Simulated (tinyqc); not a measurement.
On-chip power grid, static voltage drop by conjugate gradients: two steps of the calculation.

A grid of 3 rows and 4 columns, node k = 4 row + column. Neighbours in a row are joined by Rx, in a column by Ry; pad nodes, which reach the supply through Rp: 0, 8. Each node draws I0, node 10 draws kh I0. The drops u = Vdd - V solve G u = i, with G the conductance matrix (1/Rp added on the diagonal at pad nodes).

Inputs (values chosen for the exercise): supply voltage Vdd = 0.7 V; resistance of a horizontal segment Rx = 0.2 ohm; resistance of a vertical segment Ry = 0.88 ohm; resistance from a pad node to the supply Rp = 0.21 ohm; load current of an ordinary node I0 = 1.6 mA; factor on the load at the hot node kh = 8.

Problem 1. Conjugate-gradient step. q = G p; a = (r.r)/(p.q); u(new) = u + a p; r(new) = r - a q; b = (r.r)(new)/(r.r); p(new) = r(new) + b p.

u after iteration 1 (mV):
```
           col 0      col 1      col 2      col 3
row 0  0.2161361  0.2161361  0.2161361  0.2161361
row 1  0.2161361  0.2161361  0.2161361  0.2161361
row 2  0.2161361  0.2161361  1.7290891  0.2161361
```

r after iteration 1 (mA):
```
           col 0      col 1       col 2      col 3
row 0  0.5707803  1.6000000   1.6000000  1.6000000
row 1  1.6000000  1.6000000   3.3192647  1.6000000
row 2  0.5707803  9.1647648  -4.0487944  9.1647648
```

p after iteration 1 (mA):
```
          col 0      col 1      col 2      col 3
row 0  2.332511   3.361731   3.361731   3.361731
row 1  3.361731   3.361731   5.080995   3.361731
row 2  2.332511  10.926495  10.045050  10.926495
```

Wanted: q; a; u after iteration 2; r after iteration 2; b; p after iteration 2.

Solution 1.

q (mA S):
```
         col 0    col 1   col 2    col 3
row 0    4.792    5.146  -1.954    0.000
row 1    2.339  -17.193  13.505  -17.193
row 2  -33.032   55.973  -3.173   13.004
```

a = 0.33688 ohm

u after iteration 2 (mV):
```
        col 0   col 1   col 2   col 3
row 0  1.0019  1.3486  1.3486  1.3486
row 1  1.3486  1.3486  1.9278  1.3486
row 2  1.0019  3.8970  5.1130  3.8970
```

r after iteration 2 (mA):
```
        col 0   col 1   col 2  col 3
row 0  -1.043  -0.134   2.258  1.600
row 1   0.812   7.392  -1.230  7.392
row 2  11.699  -9.691  -2.980  4.784
```

b = 1.8106

p after iteration 2 (mA):
```
        col 0   col 1   col 2   col 3
row 0   3.180   5.953   8.345   7.687
row 1   6.899  13.478   7.969  13.478
row 2  15.922  10.092  15.207  24.567
```

Problem 2. Worst drop, pad currents and power lost. Pad current u/Rp; worst drop as a share of Vdd; power lost in the grid and pads sum_k i_k u_k; power delivered sum_k i_k (Vdd - u_k).

converged u (mV):
```
           col 0      col 1      col 2      col 3
row 0  2.8489599  4.6466770  5.7748363  6.3183656
row 1  5.4695029  6.1847315  6.9392083  7.3018945
row 2  3.5350401  6.1420944  8.4194584  8.4732428
```

Find: worst drop; share of Vdd; pad currents; power lost; power delivered.

Solution 2.

worst drop = 8.4732 mV
share of Vdd = 1.2105 %
pad currents (mA): node 0 13.566, node 8 16.834
power lost = 0.20958 mW
power delivered = 21.070 mW

The pad currents add up to the total load, 30.40 mA. The worst drop is at node 11, not at the hot node.

Numbers from tinyqc (`OMP_NUM_THREADS=1 python tinyqc.py 2770109 2770110 out.jsonl`; about 0.1 s on one thread of a shared Intel Xeon 2.30GHz).
